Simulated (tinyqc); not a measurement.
# Step height from the transmission

Question. A single step up from edge 0 (mass mL) to edge U (mass mS) transmits T(E) = 4 vL vR/(vL + vR)^2 with v = k/m, k = sqrt(m (E - edge)/C), C = hbar^2/(2 m0). It is known that vR < vL. Find vR/vL and U.

Inputs (values chosen for the exercise):

| symbol | value | unit | meaning |
|---|---|---|---|
| mL | 0.2 | m0 | mass in the left lead |
| E | 0.928 | eV | electron energy |
| mS | 0.27 | m0 | mass beyond the step |

T(E) = 0.93484642

Solution. The reflection amplitude is sqrt(1 - T(E)) = (1 - y)/(1 + y) with y = vR/vL < 1, and y^2 = (E - U) mL/(E mS).

vR/vL = 0.593
U = 0.487 eV

Numbers from tinyqc (`OMP_NUM_THREADS=1 python tinyqc.py 2560113 2560114 out.jsonl`; about 0.01 s on one thread of a shared Intel Xeon 2.30GHz).
